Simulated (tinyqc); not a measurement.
Empirical pseudopotential in a few plane waves, step by step. Computed by tinyqc, a small Python program that keeps every step. Settings: plane-wave index or count = 15. Command: `OMP_NUM_THREADS=1 python tinyqc.py 24349 24350 out.jsonl` (the two numbers bound the seeds that draw the settings). One thread of a shared host (Intel(R) Xeon(R) Processor @ 2.60GHz), about 0.2 s of CPU time with the checks.

## Bloch Hamiltonian at G

Parameters chosen for this model: fcc lattice, atoms at +/- a/8 (1,1,1); form factors in rydberg at |G|^2 in units of (2 pi/a)^2:
```
parameter                 value      unit
a                      5.960000  angstrom
VS(3)                 -0.203000        Ry
VS(8)                  0.049000        Ry
VS(11)                 0.032000        Ry
VA(3)                         0        Ry
VA(4)                         0        Ry
VA(11)                        0        Ry
hbar^2/2m (2 pi/a)^2   4.234383        eV
```

k point G (2 pi / a): 0  0  0

Basis: the 15 shortest G (labels in 2 pi/a), the same at every k. H(G,G') = c |k + G|^2 delta + VS(|G-G'|^2) cos((G-G').tau) + i VA sin((G-G').tau), tau = a/8 (1,1,1); 1 Ry = 13.605693 eV.

H(k) at G (eV), lower triangle:
```
         +0+0+0   -1-1-1   -1-1+1   -1+1-1   -1+1+1   +1-1-1   +1-1+1   +1+1-1
+0+0+0   0.0000
-1-1-1   1.9530  12.7031
-1-1+1  -1.9530   0.0000  12.7031
-1+1-1  -1.9530   0.0000   0.6667  12.7031
-1+1+1  -1.9530  -0.6667   0.0000   0.0000  12.7031
+1-1-1  -1.9530   0.0000   0.6667   0.6667   0.0000  12.7031
+1-1+1  -1.9530  -0.6667   0.0000   0.0000   0.6667   0.0000  12.7031
+1+1-1  -1.9530  -0.6667   0.0000   0.0000   0.6667   0.0000   0.6667  12.7031
+1+1+1   1.9530   0.0000  -0.6667  -0.6667   0.0000  -0.6667   0.0000   0.0000
-2+0+0   0.0000  -1.9530  -1.9530  -1.9530   1.9530   0.3079  -0.3079  -0.3079
+0-2+0   0.0000  -1.9530  -1.9530   0.3079  -0.3079  -1.9530   1.9530  -0.3079
+0+0-2   0.0000  -1.9530   0.3079  -1.9530  -0.3079  -1.9530  -0.3079   1.9530
+0+0+2   0.0000  -0.3079   1.9530  -0.3079  -1.9530  -0.3079  -1.9530   0.3079
+0+2+0   0.0000  -0.3079  -0.3079   1.9530  -1.9530  -0.3079   0.3079  -1.9530
+2+0+0   0.0000  -0.3079  -0.3079  -0.3079   0.3079   1.9530  -1.9530  -1.9530

         +1+1+1   -2+0+0   +0-2+0   +0+0-2   +0+0+2   +0+2+0   +2+0+0
+1+1+1  12.7031
-2+0+0  -0.3079  16.9375
+0-2+0  -0.3079   0.6667  16.9375
+0+0-2  -0.3079   0.6667   0.6667  16.9375
+0+0+2  -1.9530  -0.6667  -0.6667   0.0000  16.9375
+0+2+0  -1.9530  -0.6667   0.0000  -0.6667   0.6667  16.9375
+2+0+0  -1.9530   0.0000  -0.6667  -0.6667   0.6667   0.6667  16.9375
```

## Levels at G

Diagonalise the Hermitian matrix.

eigenvalues (eV): -1.8440  9.3439  9.3439  9.3439  10.9503  12.0365  12.0365  12.0365  15.6042  15.6042  16.5472  19.6301  19.6301  19.6301  23.3572

## Bands along a path

The same steps at evenly spaced points between the labelled ones.

Bands along the path (eV), lowest eight:
```
k          band 1  band 2  band 3  band 4   band 5   band 6   band 7   band 8
L          0.2750  2.9333  8.3733  8.3733  10.6066  12.7058  12.7058  17.0351
L-G 0.20  -0.2289  3.6016  8.3975  8.3975  10.6208  12.6808  12.6808  17.1339
L-G 0.40  -0.8795  4.8630  8.5657  8.5657  10.8027  12.7951  12.7951  16.0363
L-G 0.60  -1.4045  6.4194  8.8522  8.8522  11.1050  12.7285  12.7285  14.5189
L-G 0.80  -1.7329  8.1226  9.1783  9.1783  11.3529  12.2979  12.2979  12.7407
G         -1.8440  9.3439  9.3439  9.3439  10.9503  12.0365  12.0365  12.0365
G-X 0.20  -1.6956  8.1648  8.8659  8.8659  11.7116  12.0989  12.7530  12.7530
G-X 0.40  -1.2523  6.5058  8.0876  8.0876  11.1172  12.5794  14.2317  14.2317
G-X 0.60  -0.5214  4.8844  7.4656  7.4656  10.6616  11.5615  15.9818  15.9818
G-X 0.80   0.4844  3.3661  7.1074  7.1074  10.5052  10.7103  17.8757  17.8757
X          1.7446  2.0039  7.0474  7.0474  10.2535  10.7205  19.8386  19.9030
```

With 4 band(s) filled, the highest filled level on these points lies at G and the lowest empty one at X: a gap of 0.9096 eV, indirect. This holds for the small fixed basis; with all plane waves up to |k + G|^2 = 21 (2 pi/a)^2 the gap along the path is 0.50 eV.

## Convergence with the number of plane waves

Levels at G counted from the fourth one.

Levels (eV):
```
plane waves   level 1  level 5  level 8
9            -13.8805   0.0000   2.6667
15           -11.1880   1.6063   2.6925
27           -10.8274   2.0023   2.4478
51           -10.8850   2.0427   2.4706
59           -10.8965   2.0500   2.3530
65           -10.8995   2.0500   2.3379
89           -10.8771   2.0346   2.3535
```
